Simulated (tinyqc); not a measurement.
Microkinetic model of low-temperature epitaxy from hydride gases: adsorption, hydrogen desorption and rate control: one step, computed by the program tinyqc. Command: `OMP_NUM_THREADS=1 python tinyqc.py 3015178 3015179 out.jsonl hepi walk`. One thread of a shared host (Intel(R) Xeon(R) Processor @ 2.30GHz), about 0.01 s of CPU time with the checks.

Each hydride molecule needs two free sites and leaves four hydrogen atoms, of which two leave at once as H2; theta is the hydrogen coverage, the site density is 6.78 per nm^2 and one layer is 1.358 angstrom thick.

Problem. Coverage and growth rate. With k the hydride and k_H the hydrogen adsorption rate on free pairs and k_d the desorption rate, steady state: 2 (k + k_H)(1 - theta)^2 = k_d theta; growth rate R = k (1 - theta)^2 layers/s; 1 layer/s = 8.148 nm/min. With c = 2 (k + k_H)/k_d the free share is 1 - theta = 2/(1 + sqrt(1 + 4c)).

Inputs (values chosen for the exercise, close to those used for silane and germane on Si(001)): temperature T = 600 C.

Film: silicon-germanium. Order of hydrogen desorption: first.

k = 27.33998 1/s

k_H = 0.4473749 1/s

k_d = 319.5671 1/s

Give: c; hydrogen coverage theta; growth rate R in layers; growth rate G.

Solution.

c = 0.1739

hydrogen coverage theta = 0.1313

growth rate R in layers = 20.63 layers/s

growth rate G = 168.1 nm/min

The surface is mostly bare: the arrival of hydride limits growth.
